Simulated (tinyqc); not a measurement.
Length of a polyene: Hueckel, PPP and singles CI along the polyenes. Computed by the program tinyqc. 

All-trans chains of carbon centres 1.40 angstrom apart:
```
parameter                               value
beta (eV), times 1 +/- alternation  -2.140000
alternation                          0.050000
W (eV)                              11.160000
gamma_rr (eV)                        9.820000
repulsion formula                          MN
```

Hueckel uses the same beta without repulsion; CIS keeps all single excitations and so misses the low, doubly excited 2Ag state. W is the valence ionisation energy of a centre, MN the Mataga-Nishimoto formula, f the oscillator strength.

Gaps and excitations (eV):
```
centres  Hueckel gap  PPP orbital gap  bright singlet (CIS)      f  lowest triplet (CIS)
2              4.494            9.518                 6.892  0.591                 2.096
4              2.899            7.392                 4.915  0.962                 1.312
6              2.173            6.321                 3.976  1.356                 0.958
8              1.762            5.677                 3.420  1.728                 0.766
10             1.498            5.250                 3.051  2.076                 0.649
12             1.316            4.950                 2.790  2.404                 0.572
14             1.182            4.728                 2.597  2.716                 0.519
```

The Hueckel gap tends to 4 x alternation x |beta| = 0.43 eV for long chains. Exchange opens the PPP orbital gap, and the attraction of electron and hole brings the bright state 2.13 eV below it at 14 centres; the triplet lies 2.08 eV lower still.
